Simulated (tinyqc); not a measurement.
Ferroelectric with a first-order transition, Landau-Devonshire energy: two steps of the calculation.

One domain with free energy u = al P^2 + be P^4 + ga P^6 - E P, al = a0 (T - T0), be < 0 < ga (P in uC/cm^2, E in kV/cm, u in mJ/cm^3). Equilibrium: E = 2 al P + 4 be P^3 + 6 ga P^5; a state is stable against small changes where dE/dP > 0. The coercive field is that of uniform switching, which real films, switching by domains, do not reach.

Values chosen for this exercise:
```
symbol     value          unit                             meaning
a0         0.015  kV cm/(uC K)  slope of the quadratic coefficient
T0           600             K             Curie-Weiss temperature
be      -0.00014  kV cm^5/uC^3                 quartic coefficient
ga          5e-8  kV cm^9/uC^5             sixth-order coefficient
T            520             K                         temperature
Ea           -83         kV/cm                       applied field
```

Constants: eps0 = 8.8541878128e-14 F/cm where lengths are in cm. Results are converted to the units shown.

Task 1. Spontaneous polarisation, coercive field and susceptibility. Ps^2 = [-be + sqrt(be^2 - 3 al ga)]/(3 ga); Pc^2 = [-3 be + sqrt(9 be^2 - 15 al ga)]/(15 ga), Ec = -E(Pc); susceptibility chi = 1/(eps0 dE/dP).

Find: al; Ps; u(Ps) at E = 0; Pc; Ec; chi at Ps.

Result 1.

al = -1.2000 kV cm/uC
Ps = 62.544 uC/cm^2
u(Ps) at E = 0 = -3843.5 mJ/cm^3
Pc = 44.083 uC/cm^2
Ec = 103.83 kV/cm
chi at Ps = 807.81

Task 2. Polarisation on the upper branch by Newton steps. f = 2 al P + 4 be P^3 + 6 ga P^5 - Ea, f' = 2 al + 12 be P^2 + 30 ga P^4, P(new) = P - f/f'.

P after iteration 1 = 56.584057 uC/cm^2
al = -1.2 kV cm/uC

Wanted: f; f'; P after iteration 2.

Result 2.

f = 19.761 kV/cm
f' = 7.5979 kV cm/uC
P after iteration 2 = 53.983 uC/cm^2

tinyqc, about 0.01 s, one thread, Intel Xeon 2.30GHz (shared host): `OMP_NUM_THREADS=1 python tinyqc.py 2860017 2860018 out.jsonl`
